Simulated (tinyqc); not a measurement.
Two-dimensional dopant profile at a mask edge: lateral junction, overlap and effective channel length: one step, computed by the program tinyqc. Command: `OMP_NUM_THREADS=1 python tinyqc.py 3013388 3013389 out.jsonl lateral walk`. One thread of a shared host (Intel(R) Xeon(R) Processor @ 2.30GHz), about 0.01 s of CPU time with the checks.

Ions enter for y < 0; the mask (spacer, then gate) covers y > 0. x is the depth. The surface reflects dopant during the anneal.

Task: Junction contour. Widths s_x^2 = (vertical straggle)^2 + 2 D t, s_y^2 = (lateral straggle)^2 + 2 D t. C(x, y) = V(x) (1/2) erfc(y/(sqrt2 s_y)), V(x) = Q/(sqrt(2 pi) s_x) [exp(-(x - R_p)^2/(2 s_x^2)) + exp(-(x + R_p)^2/(2 s_x^2))]; 1 nm = 1e-7 cm. The lateral junction at depth x solves C = C_B: y_j(x) = sqrt2 s_y erfc^-1(2 C_B/V(x)). Depths are 0, 0.15, 0.3, 0.45, 0.6, 0.75, 0.9 and 0.97 of x_j.

Inputs (values chosen for the exercise, modelled on a source-drain extension in silicon): dose Q = 1.7e+15 1/cm^2; projected range R_p = 3.2 nm; channel doping C_B = 7.2e+17 1/cm^3.

vertical junction x_j = 9.433611 nm

s_x = 1.489966 nm

s_y = 1.783255 nm

Give: Contour.

Result:

Contour:

| x/x_j | x (nm) | V (1/cm^3) | y_j (nm) |
|---|---|---|---|
| 0.00 | 0.000 | 9.070e+20 | 5.632 |
| 0.15 | 1.415 | 2.259e+21 | 6.090 |
| 0.30 | 2.830 | 4.415e+21 | 6.408 |
| 0.45 | 4.245 | 3.559e+21 | 6.307 |
| 0.60 | 5.660 | 1.165e+21 | 5.760 |
| 0.75 | 7.075 | 1.546e+20 | 4.637 |
| 0.90 | 8.490 | 8.331e+18 | 2.431 |
| 0.97 | 9.151 | 1.565e+18 | 0.179 |

The contour reaches furthest, 6.41 nm, at x/x_j = 0.3 among these rows, below the surface, where punch-through would start. It crosses the mask edge where V = 2 C_B. Caution: the peak exceeds usual solubilities, so part of the dose is inactive and diffusion is concentration dependent.
